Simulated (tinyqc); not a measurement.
# Lifetime from the storage time

Inverse problem. In the charge-control model of a long diode dQ/dt = -Ir - Q/tau after the current is switched from If to -Ir, with Q(0) = If tau; the storage time ends at Q = 0. Find tau, the stored charge and the share of it that leaves through the terminals.

forward and reverse current (mA): 15  2.6
storage time = 5354.6849 ns

Solution. Integrating gives ts = tau ln(1 + If/Ir). The extracted charge is Ir ts; the rest recombines.

tau = 2.80e3 ns
stored charge = 42.0 nC
share extracted = 33.1 %

tinyqc, about 0.01 s, one thread, Intel Xeon 2.30GHz (shared host): `OMP_NUM_THREADS=1 python tinyqc.py 2230033 2230034 out.jsonl`
